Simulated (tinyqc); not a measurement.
Changing the time t: classical nucleation, growth and JMAK kinetics of crystallisation from a melt or glass. Computed by tinyqc, a small Python program. Command: `OMP_NUM_THREADS=1 python tinyqc.py 3008677 3008678 out.jsonl nucl sweep`. One thread of a shared host (Intel(R) Xeon(R) Processor @ 2.30GHz), about 0.01 s of CPU time with the checks.

A spherical nucleus cap on a flat wall with a sharp interface of isotropic energy gamma; lambda = Omega^(1/3) is the jump distance.

Inputs (values chosen for the exercise, for a model substance):
```
quantity,value,unit
melting point T_m,1510,K
heat of melting per volume H,4960,J/cm^3
interface energy gamma,0.405,J/m^2
atomic volume Omega,13.8,angstrom^3
temperature T,1223,K
diffusion prefactor D0,1e-07,m^2/s
activation energy Q,1.73,eV
contact angle theta,100,degrees
wall area per volume S_v,3.1e+07,1/m
```

Nucleation: on a flat wall. Driving force: Turnbull (linear).

Constants: k_B = 8.617333262e-05 eV/K; k_B = 1.380649e-23 J/K.

Method:
- Driving force per volume: dG = H (T_m - T)/T_m.
- Shape factor f = (2 + cos theta)(1 - cos theta)^2/4.
- W(r) = f [4 pi r^2 gamma - (4/3) pi r^3 dG]; r* = 2 gamma/dG; W* = f 16 pi gamma^3/(3 dG^2); n* = f (4/3) pi r*^3/Omega.
- D = D0 exp(-Q/(k_B T)); attachment rate k+ = (A*/lambda^2) D/lambda^2 with A* = 2 pi r*^2 (1 - cos theta); Zeldovich factor Z = sqrt(W*/(3 pi k_B T))/n*; sites per volume N = S_v/lambda^2; I = N Z k+ exp(-W*/(k_B T)); lag time = 1/(4 pi Z^2 k+).
- Growth (Wilson-Frenkel): u = (D/lambda) [1 - exp(-dG Omega/(k_B T))].
- D = D0 exp(-Q/(k_B T)).
- JMAK with steady nucleation and growth, nuclei spread at random: extended fraction X_e = (pi/3) I u^3 t^4, X = 1 - exp(-X_e); t_X = [-3 ln(1 - X)/(pi I u^3)]^(1/4); final grains per volume = Gamma(5/4) (3/pi)^(1/4) (I/u)^(3/4), Gamma(5/4) = 0.9064024771. Grain size = (grains per volume)^(-1/3).

One run for each value:
```
time t (s),fraction X at t,extended fraction
0.96,2.7272e-03,2.7309e-03
1.20,6.6452e-03,6.6673e-03
1.60,2.0852e-02,2.1072e-02
2.10,6.0617e-02,6.2532e-02
2.70,1.5707e-01,1.7088e-01
3.50,3.8276e-01,4.8250e-01
4.60,7.6299e-01,1.4397e+00
5.90,9.7968e-01,3.8961e+00
7.70,9.9999e-01,1.1303e+01
```

Over the rows, fraction X at t rises from 0.00273 to 1.000 (exponent d ln y / d ln x 4.0 between the first rows and 0.077 between the last); extended fraction rises from 0.00273 to 11.3 (exponent d ln y / d ln x about 4.0 throughout). The extended fraction counts overlapping grains and goes as t^4 (one power from nucleation, three from growth); X follows it while small and saturates as grains impinge.
